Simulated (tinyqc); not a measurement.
MOS inversion layer, Poisson-Schroedinger loop: course of the self-consistent loop.

Electrons confined at an insulator interface at z = 0, treated as a hard wall; parabolic valleys, Hartree approximation, no image or exchange terms. The depletion charge lies far deeper than the electrons and gives a uniform field q Nd/(eps0 eps_r); the gate balances all charge. Energies are counted from the band edge at the interface.

V0 = q Nd z/(eps0 eps_r) in eV.

Tridiagonal Hamiltonian with psi = 0 one step beyond both ends: H_ii = C (1/m_(i-1/2) + 1/m_(i+1/2))/hz^2 + V0_i + U_i, H_(i,i+1) = -C/(m_(i+1/2) hz^2), C = hbar^2/(2 m0). The lowest 2 level(s) are kept, normalised to hz sum |psi|^2 = 1. The mass is the same on all intervals.

Level k holds N_k = D_k Vt ln(1 + exp((EF - E_k)/Vt)) with D = 6 md1 m0 q/(pi hbar^2) per eV (spin included); EF is fixed by sum N_k = Ns.

n_i = sum_k N_k |psi_k|^2 (converted to cm^-3). Hartree part by Gauss: on the interval before node i the electrons still beyond are S_i = Ns - hz sum_(j<i) n_j, and U_i = U_(i-1) + q S_i hz/(eps0 eps_r) in eV, U_0 = 0 at the interface. Mixing: U(new) = U + a (U(out) - U).

Start from U = 0. Stop when the largest |U(out) - U| is below 1e-7 eV, or after 120 rounds.

Values chosen for this exercise; masses and permittivity close to those of silicon (111):
- T = 300 K (temperature)
- eps_r = 11.5 (relative permittivity)
- mz1 = 0.253 m0 (mass along z of valley set A (6 valley(s)))
- md1 = 0.363 m0 (in-plane density-of-states mass of set A)
- Ns = 4.1e12 cm^-2 (sheet density of electrons)
- Nd = 3.2e11 cm^-2 (sheet density of depletion charge)
- hz = 0.81 nm (mesh step)
- a = 1 (mixing factor)

Constants: q = 1.602176634e-19 C, kB = 1.380649e-23 J/K, hbar = 1.054571817e-34 J s, m0 = 9.1093837015e-31 kg, Vt = kB T/q, eps0 = 8.8541878128e-14 F/cm where lengths are in cm, hbar^2/(2 m0) = 0.0380998212 eV nm^2. Results are converted to the units shown.

```
node,z (nm)
1,0.81
2,1.62
3,2.43
4,3.24
5,4.05
6,4.86
7,5.67
8,6.48
9,7.29
10,8.1
11,8.91
12,9.72
13,10.53
14,11.34
15,12.15
16,12.96
17,13.77
18,14.58
19,15.39
```

Course of the iteration:
```
round,level A1 (eV),EF (eV),largest |U(out) - U| (eV)
1,0.0364534,-0.0148887,0.363
2,0.201984,0.158843,0.229
3,0.160360,0.110078,0.156
4,0.194357,0.150844,0.144
5,0.166792,0.117379,0.121
6,0.191644,0.147892,0.115
7,0.169375,0.120466,0.104
8,0.190228,0.146317,0.100
9,0.170787,0.122197,0.0932
...,...,...,...
112,0.186581,0.142120,0.0614
113,0.174598,0.127006,0.0614
114,0.186580,0.142120,0.0614
115,0.174599,0.127006,0.0614
116,0.186580,0.142120,0.0614
117,0.174599,0.127006,0.0614
118,0.186580,0.142120,0.0614
119,0.174599,0.127007,0.0614
120,0.186580,0.142119,0.0614
```

Did this iteration meet its convergence test, and what does its course show?

No. Not converged within 120 rounds: the residual has levelled off at one value. The lowest level moves up and down in turn: each round overcorrects the one before. Reruns converge within the same cap with Anderson mixing of depth 4 with a = 0.5 (12 rounds) and with plain mixing with a = 0.5 (21 rounds).

Computed by the program tinyqc: `OMP_NUM_THREADS=1 python tinyqc.py 2160107 2160108 out.jsonl`, one thread of a shared Intel Xeon 2.30GHz, about 0.7 s for the whole run.
